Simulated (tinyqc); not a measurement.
Worked calculation: plane-wave Kohn-Sham cycle with exchange-only LDA in a layered model solid. One step of it, computed by the program tinyqc.

Question. Iteration 1: potential. V_H(G) = 4 pi rho(G)/G^2 for G != 0 (uniform background); v_x = -(3 rho/pi)^(1/3); V = V_ext + V_H + v_x; Fourier components f(G_m) = (1/N) sum_j f(x_j) exp(-i G_m x_j).

A solid whose potential varies along x alone (atomic units):
```
parameter                      value
period a                    7.300000
cross-section of the cell  32.000000
electrons per cell                 4
grid points                       16
plane waves -n..n, n               3
k points                           1
V1 in V1 cos(2 pi x/a)     -0.720000
```

density at the start, on the grid x_j = j a/N (e/bohr^3): [0.01712329, 0.01712329, 0.01712329, 0.01712329, 0.01712329, 0.01712329, 0.01712329, 0.01712329, 0.01712329, 0.01712329, 0.01712329, 0.01712329, 0.01712329, 0.01712329, 0.01712329, 0.01712329]

Give: Potentials on the grid; V(G_m), m = 0, 1, 2, ....

Answer.

Potentials on the grid (hartree):
```
x       V_ext    V_H     v_x       V
0.000  -0.720  0.000  -0.254  -0.974
0.456  -0.665  0.000  -0.254  -0.919
0.912  -0.509  0.000  -0.254  -0.763
1.369  -0.276  0.000  -0.254  -0.529
1.825       0  0.000  -0.254  -0.254
2.281   0.276  0.000  -0.254   0.022
2.737   0.509  0.000  -0.254   0.255
3.194   0.665  0.000  -0.254   0.411
3.650   0.720  0.000  -0.254   0.466
4.106   0.665  0.000  -0.254   0.411
4.562   0.509  0.000  -0.254   0.255
5.019   0.276  0.000  -0.254   0.022
5.475       0  0.000  -0.254  -0.254
5.931  -0.276  0.000  -0.254  -0.529
6.388  -0.509  0.000  -0.254  -0.763
6.844  -0.665  0.000  -0.254  -0.919
```

V(G_m), m = 0, 1, 2, ... (hartree): [-0.254, -0.360, 0.000, 0.000, 0.000, 0.000, 0.000]
